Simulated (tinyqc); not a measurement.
What each parameter does: ellipsoidal valleys in the axes of a wafer and a channel.

Valleys with axes a along [111], [1-1-1], [-11-1] and [-1-11], one whole valley each; inverse mass tensor w = 1/mt + (1/ml - 1/mt) a a. Device axes: z = nz/|nz|, x = nx/|nx|, y = z cross x; in them a = (ax, ay, az). Confinement mass mz = 1/w_zz. In the plane w_ij is replaced by u_ij = w_ij - w_iz w_jz/w_zz (i, j = x, y); density-of-states mass md = 1/sqrt(det u); conductivity mass along x mc = 1/u_xx; ballistic transport mass mx = u_yy/det u, width mass my = 1/u_yy.

Hard walls: E_n = c (n pi/t)^2/mz, c = hbar^2/2m0, n = 1, 2, 3. Non-degenerate share of a valley proportional to md sum_n exp(-E_n/kT); mean 1/mc = sum of share/mc. 1 nm = 10 angstrom.

Constants: hbar^2/2m0 = 3.80998211 eV angstrom^2; kB = 8.617333262e-05 eV/K.

Inputs chosen for the exercise (near those of the L valleys of Ge; shifted at random, so the results belong to these values and not to a real crystal): ml = 1.635 m0 (longitudinal mass); mt = 0.081 m0 (transverse mass); nz = (1, 1, 0) (surface normal (confinement)); nx = (1, -1, 1) (channel direction); t = 8.8 nm (thickness of the film); T = 300 K (temperature).

Lowest E1, its share and the mean conductivity mass.

One parameter was then changed.

Results before and after:

| case | lowest E1 (meV) | share | mean mc (m0) |
|---|---|---|---|
| base | 21.96 | 0.7394 | 0.1248 |
| changed | 27.11 | 0.7948 | 0.1223 |

Which of these changes was made? (a) T = 330 K; (b) ml = 1.799 m0; (c) mt = 0.073 m0; (d) t = 7.92 nm.
Answer: (d) t = 7.92 nm. Of the candidates, run in turn, only this one gives the changed row.

All candidates:

| case | lowest E1 (meV) | share | mean mc (m0) |
|---|---|---|---|
| base | 21.96 | 0.7394 | 0.1248 |
| ml = 1.799 m0 | 21.78 | 0.7402 | 0.1254 |
| mt = 0.073 m0 | 24.15 | 0.7670 | 0.1119 |
| t = 7.92 nm | 27.11 | 0.7948 | 0.1223 |
| T = 330 K | 21.96 | 0.7166 | 0.1258 |

Computed by tinyqc, a small Python program: `OMP_NUM_THREADS=1 python tinyqc.py 1850578 1850579 out.jsonl` (the numbers bound the seed that draws the inputs); one thread of a shared host (Intel(R) Xeon(R) Processor @ 2.30GHz), about 0.02 s for the whole set of steps.
